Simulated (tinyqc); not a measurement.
## In-plane mass from two subband densities

Problem. At zero temperature each occupied subband holds N_k = D (EF - E_k), D = md m0 q/(pi hbar^2) per eV. Two subbands are occupied. Find md, EF - E1 and EF - E2.

Constants: q = 1.602176634e-19 C, hbar = 1.054571817e-34 J s, m0 = 9.1093837015e-31 kg. Results are converted to the units shown.

N1, N2 (cm^-2): 6.3449626e11  4.3e11
E2 - E1 = 12.3 meV

Answer. N1 - N2 = D (E2 - E1) gives D and so md; each N_k/D is a distance to EF.

md = 0.0398 m0
EF - E1 = 38.2 meV
EF - E2 = 25.9 meV

tinyqc, about 0.2 s, one thread, Intel Xeon 2.30GHz (shared host): `OMP_NUM_THREADS=1 python tinyqc.py 2140139 2140140 out.jsonl`
